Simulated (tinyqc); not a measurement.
Worked calculation: RKS/LDA (VWN5) in the sto-3g basis, for BeH2, spin multiplicity 1. One step of it, computed by the program tinyqc.

Question. Iteration 2: diagonalisation and new density. Diagonalise F' = X^T F X, C = X C', fill 3 alpha and 3 beta electrons from the bottom; D = 2 C_occ C_occ^T. Each column has its largest component positive (the first on a tie).

extrapolated F (hartree), lower triangle:
```
            1Be 1s     1Be 2s    1Be 2px    1Be 2py    1Be 2pz      2H 1s     3H 1s
1Be 1s   -3.507414
1Be 2s   -1.067632  -0.438752
1Be 2px   0.004716   0.017801   0.048987
1Be 2py  -0.001291  -0.038325   0.001561  -0.010397
1Be 2pz  -0.000408  -0.005960  -0.000012  -0.003595   0.047225
2H 1s    -0.107061  -0.178610   0.003048  -0.185256  -0.017784  -0.293544
3H 1s    -0.106767  -0.128471   0.002396   0.106527  -0.010290  -0.006373  0.009340
```

X, lower triangle:
```
            1Be 1s     1Be 2s   1Be 2px    1Be 2py    1Be 2pz      2H 1s     3H 1s
1Be 1s    1.028178
1Be 2s   -0.146059   1.103768
1Be 2px   0.000000   0.000000  1.000000
1Be 2py   0.000000   0.000000  0.000000   1.133185
1Be 2pz  -0.001214   0.008940  0.000000   0.000000   1.001035
2H 1s     0.019336  -0.167445  0.000000  -0.229906  -0.019492   1.104161
3H 1s     0.019336  -0.167445  0.000000   0.229906  -0.019492  -0.032001  1.104161
```

Give: F' = X^T F X; orbital energies; coefficients C; D after iteration 2.

Answer.

F' = X^T F X (hartree), lower triangle:
```
        1       2      3       4       5       6      7
1  -3.403
2  -0.613  -0.170
3   0.002   0.018  0.049
4   0.003  -0.032  0.002   0.124
5  -0.002   0.002  0.000  -0.002   0.048
6   0.010  -0.100  0.000  -0.170  -0.014  -0.211
7   0.010  -0.108  0.000   0.160  -0.013  -0.029  0.106
```

orbital energies (hartree): MO1 -3.516, MO2 -0.325, MO3 -0.117, MO4 0.040, MO5 0.050, MO6 0.082, MO7 0.328

coefficients C:
```
            MO1     MO2     MO3     MO4     MO5     MO6     MO7
1Be 1s    0.985  -0.109  -0.210   0.099  -0.010  -0.197   0.065
1Be 2s    0.055   0.271   0.660  -0.376   0.025   0.756  -0.267
1Be 2px  -0.002  -0.019  -0.065   0.551   0.772   0.310  -0.007
1Be 2py   0.001   0.198  -0.298  -0.212  -0.037   0.442   1.010
1Be 2pz   0.001   0.020   0.018   0.687  -0.632   0.360  -0.035
2H 1s    -0.009   0.805  -0.195   0.270   0.053  -0.613  -0.405
3H 1s    -0.008   0.016   0.464   0.254   0.048  -0.452   0.903
```

D after iteration 2, lower triangle:
```
         1Be 1s  1Be 2s  1Be 2px  1Be 2py  1Be 2pz   2H 1s  3H 1s
1Be 1s    2.053
1Be 2s   -0.229   1.023
1Be 2px   0.028  -0.096    0.009
1Be 2py   0.084  -0.286    0.031    0.256
1Be 2pz  -0.011   0.035   -0.003   -0.003    0.001
2H 1s    -0.111   0.177   -0.005    0.435    0.025   1.372
3H 1s    -0.214   0.619   -0.061   -0.270    0.017  -0.156  0.431
```
